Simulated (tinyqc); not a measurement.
## Metal-interlayer-semiconductor contact, depinning against tunnelling resistance: contact resistivity against the conduction-band offset of the interlayer above the semiconductor

Zero bias, n-type semiconductor. Gap states at the semiconductor surface thin out as exp(-be ti), which unpins the barrier; electrons must then cross the interlayer (a rectangular barrier, no voltage drop across it) and the parabolic depleted layer, both by WKB. Energies E are counted from the Fermi level; no image force, parabolic bands.

S = 1/(1 + (1/S0 - 1) exp(-be ti)); phiB = S (phiM - chi) + (1 - S)(Eg - E0); xi = Ec - EF deep inside, from Nd = Nc F(-xi/Vt), F(x) = (2/sqrt(pi)) int_0^infinity sqrt(u) du/(1 + exp(u - x)); band bending U = phiB - xi; E00 = (hbar/2) sqrt(Nd/(eps0 eps_r mt m0)) in volts; A = 4 pi q mA m0 kB^2/h^3. With U = phiB - xi: for xi < E < phiB, y = (E - xi)/U and G1 = (U/E00) [sqrt(1 - y) - y ln((1 + sqrt(1 - y))/sqrt(y))], G1 = 0 above phiB; G2 = 2 ti sqrt(mi max(phiB + dE - E, 0)/C), C = hbar^2/(2 m0); f = 1/(1 + exp(E/Vt)); 1/rho_c = (A T^2/Vt^2) times the integral of exp(-G1 - G2) f over E from xi upwards. Shares under 0.001 % are printed as 0; rows without band bending are left out.

Inputs (values chosen for the exercise); semiconductor values close to those of germanium; interlayer mass of the order of that in titanium dioxide, offset chosen freely:

| symbol | value | unit | meaning |
|---|---|---|---|
| T | 400 | K | temperature |
| Eg | 0.661 | eV | band gap |
| eps_r | 16.1 |  | relative permittivity |
| chi | 3.85 | eV | electron affinity |
| Nc | 1.6e19 | cm^-3 | conduction-band density of states at T |
| mt | 0.117 | m0 | tunnelling mass in the semiconductor |
| mA | 1.06 | m0 | Richardson mass |
| Nd | 2.4e19 | cm^-3 | donor density |
| E0 | 0.091 | eV | charge-neutrality level above the valence band |
| S0 | 0.049 |  | pinning factor without interlayer |
| phiM | 4.25 | eV | metal work function |
| ti | 1.1 | nm | interlayer thickness |
| mi | 0.31 | m0 | tunnelling mass in the interlayer |
| be | 4.5 | 1/nm | decay constant of gap states through the interlayer |

Constants: q = 1.602176634e-19 C, kB = 1.380649e-23 J/K, eps0 = 8.8541878128e-12 F/m, hbar = 1.054571817e-34 J s, h = 6.62607015e-34 J s, m0 = 9.1093837015e-31 kg, Vt = kB T/q, hbar^2/(2 m0) = 0.0380998212 eV nm^2. Results are converted to the units shown.

The same in every row: S = 0.879; phiB (eV) = 0.421; E00/Vt = 1.92; rho_c with G2 = 0 (ohm cm^2) = 1.41e-7.

Results:
```
dE (eV),rho_c (ohm cm^2),peak of the integrand (eV),share above phiB (%)
0,4.67e-6,0.0727,1.39
0.5,4.24e-5,0.0618,0.178
1,1.96e-4,0.0583,0.123
1.5,6.88e-4,0.0564,0.103
2,0.00205,0.0552,0.0924
3,0.0133,0.0537,0.0806
```

Estimate the missing row, dE = 2.5 eV.

Computed row:
```
dE (eV),rho_c (ohm cm^2),peak of the integrand (eV),share above phiB (%)
2.5,0.00545,0.0543,0.0854
```

With this row back in the table: As dE goes from 0 to 3, phiB stays at 0.421 eV and rho_c rises from 4.67e-6 to 0.0133 ohm cm^2. The ratio of rho_c to its value with G2 = 0 runs from 33.1 to 94600.

Program tinyqc, `OMP_NUM_THREADS=1 python tinyqc.py 2270133 2270134 out.jsonl`; Intel Xeon 2.30GHz, shared host, one thread, about 0.03 s.
